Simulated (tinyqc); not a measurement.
Worked calculation: RHF in the sto-6g basis, for BeH2, spin multiplicity 1. One step of it, computed by the program tinyqc.

Problem. Orthogonalisation. S = U s U^T; symmetric (Loewdin) form X = U s^(-1/2) U^T, so that X^T S X = 1.

overlap S:
```
,1Be 1s,1Be 2s,1Be 2px,1Be 2py,1Be 2pz,2H 1s,3H 1s
1Be 1s,1.000000,0.254764,0.000000,0.000000,0.000000,0.028198,0.028198
1Be 2s,0.254764,1.000000,0.000000,0.000000,0.000000,0.306077,0.306077
1Be 2px,0.000000,0.000000,1.000000,0.000000,0.000000,0.000000,0.000000
1Be 2py,0.000000,0.000000,0.000000,1.000000,0.000000,0.389540,-0.389540
1Be 2pz,0.000000,0.000000,0.000000,0.000000,1.000000,0.000000,0.000000
2H 1s,0.028198,0.306077,0.000000,0.389540,0.000000,1.000000,0.008320
3H 1s,0.028198,0.306077,0.000000,-0.389540,0.000000,0.008320,1.000000
```

Give: eigenvalues of S; X.

Solution.

eigenvalues of S: 0.4449  0.5176  0.9673  1.0000  1.0000  1.5234  1.5467

X:
```
,1Be 1s,1Be 2s,1Be 2px,1Be 2py,1Be 2pz,2H 1s,3H 1s
1Be 1s,1.0271,-0.1437,0.0000,0.0000,0.0000,0.0189,0.0189
1Be 2s,-0.1437,1.1118,0.0000,0.0000,0.0000,-0.1777,-0.1777
1Be 2px,0.0000,0.0000,1.0000,0.0000,0.0000,0.0000,0.0000
1Be 2py,0.0000,0.0000,0.0000,1.1490,0.0000,-0.2458,0.2458
1Be 2pz,0.0000,0.0000,0.0000,0.0000,1.0000,0.0000,0.0000
2H 1s,0.0189,-0.1777,0.0000,-0.2458,0.0000,1.1161,-0.0381
3H 1s,0.0189,-0.1777,0.0000,0.2458,0.0000,-0.0381,1.1161
```
